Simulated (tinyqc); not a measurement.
# Double-gate transistor, scale length and short-channel effects: two studies

A body of thickness ts between two insulators of thickness ti and two tied gates. Below threshold the potential that source and drain add obeys Laplace's equation and vanishes on the gate. Its lowest mode decays along the channel as exp(-k y); k is the smallest positive root of the matching condition at the interface, and the scale length is Lambda = pi/k.

Inputs (values chosen for the exercise); permittivities: semiconductor close to that of silicon, insulator close to that of zirconium oxide: temperature T = 300 K; relative permittivity of the semiconductor eps_r = 11.8; relative permittivity of the insulator ei = 24.4; insulator thickness ti = 11 nm; body thickness ts = 11.4 nm; channel length L = 45 nm; potential of the source Vbi = 0.88 V; potential of the barrier top at threshold sT = 0.37 V; drain voltage Vds = 0.6 V.

Constants: q = 1.602176634e-19 C, kB = 1.380649e-23 J/K, Vt = kB T/q. Results are converted to the units shown.

Each table varies one quantity; the others keep the values above.

## Effect of the insulator thickness

k is the smallest positive root of f(k) = ei cos(k ti) cos(k ts/2) - eps_r sin(k ti) sin(k ts/2). Along the channel psi(y) = s + a exp(y/l) + b exp(-y/l) with psi(0) = Vbi, psi(L) = Vbi + Vds and l = 1/k = Lambda/pi; with A = Vbi - s, B = A + Vds, x = exp(-L/l): a = (B - A x) x/(1 - x^2), b = (A - B x)/(1 - x^2). The minimum is s + 2 sqrt(a b), at y = (l/2) ln(b/a). The long-channel potential follows the gate as s = sT + (Vg - VTL)/m, and the threshold VT is the gate voltage at which the minimum equals sT. Swing = m Vt ln 10/g at threshold, g = d(minimum)/ds = 1 - (b x + a)/((1 + x) sqrt(a b)). DIBL = [VT(0.05 V) - VT(Vds)]/(Vds - 0.05 V). sT and Vbi are held fixed; m = 1.

Result of one run:
```
ti (nm),Lambda (nm),L/Lambda,VT - VTL at Vds (mV),DIBL (mV/V),swing (mV/decade)
6.2,19.42,2.317,-41.83,22.24,63.06
```

What becomes of these results when the insulator thickness ti is changed from 6.2 to 10 nm, all else the same?

Result of the changed run:
```
ti (nm),Lambda (nm),L/Lambda,VT - VTL at Vds (mV),DIBL (mV/V),swing (mV/decade)
10,26.25,1.714,-118.3,63.68,69.43
```

The whole series:
```
ti (nm),Lambda (nm),L/Lambda,VT - VTL at Vds (mV),DIBL (mV/V),swing (mV/decade)
3.7,15.57,2.890,-16.44,8.693,60.92
4.8,17.17,2.621,-25.40,13.46,61.68
6.2,19.42,2.317,-41.83,22.24,63.06
8,22.56,1.994,-72.16,38.57,65.60
10,26.25,1.714,-118.3,63.68,69.43
14,33.94,1.326,-248.3,135.5,80.07
18,41.78,1.077,-424.9,234.5,94.34
```

As ti goes from 3.7 to 18 nm, Lambda rises from 15.6 to 41.8 nm, DIBL rises from 8.69 to 234 mV/V and the swing rises from 60.9 to 94.3 mV a decade. On average Lambda goes as ti^(0.62). For ti = 14 to 18 nm L is under 1.5 Lambda, where higher modes, left out of the one-mode potential, count.

## Effect of the drain voltage

Same model as above.

The same in every row: Lambda (nm) = 28.15; L/Lambda = 1.599.

Results:
```
Vds (V),VT - VTL at Vds (mV),DIBL (mV/V),swing (mV/decade)
0.2,-115.9,87.68,71.11
0.35,-127.9,83.92,71.31
0.5,-139.1,80.79,71.55
0.8,-159.6,75.82,72.09
0.95,-169.2,73.79,72.37
1.1,-178.3,71.97,72.65
```

Estimate the missing row, Vds = 0.65 V.

Computed row:
```
Vds (V),VT - VTL at Vds (mV),DIBL (mV/V),swing (mV/decade)
0.65,-149.7,78.13,71.82
```

With this row back in the table: As Vds goes from 0.2 to 1.1 V, Lambda stays at 28.1 nm, DIBL falls from 87.7 to 72.0 mV/V and the swing rises from 71.1 to 72.6 mV a decade.

Program tinyqc, `OMP_NUM_THREADS=1 python tinyqc.py 2420108 2420109 out.jsonl`; Intel Xeon 2.30GHz, shared host, one thread, about 0.01 s.
